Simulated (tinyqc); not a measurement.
Inside a calculation. Method: tight binding, honeycomb lattice. One step of it, computed by the program tinyqc.

Task: Bloch Hamiltonian at k. H_AB = -t1 (1 + exp(-i k.a1) + exp(-i k.a2)); H_AA = delta - 2 t2 sum cos(k.b + phi), H_BB = -delta - 2 t2 sum cos(k.b - phi), b = a1, a2 - a1, -a2.

Parameters chosen for this model:
```
parameter     value                        unit
t1         2.310000                 eV, nearest
t2                0       eV, second neighbours
phi               0  rad, phase of t2 (Haldane)
delta             0          eV, +/- on A and B
```

k point k (fractions of the reciprocal vectors): -0.290000  0.050000

Give: H(k) at k.

Result:

H(k) at k (eV):
```
                 A                B
A           0.0000  -3.9325-1.5236i
B  -3.9325+1.5236i           0.0000
```
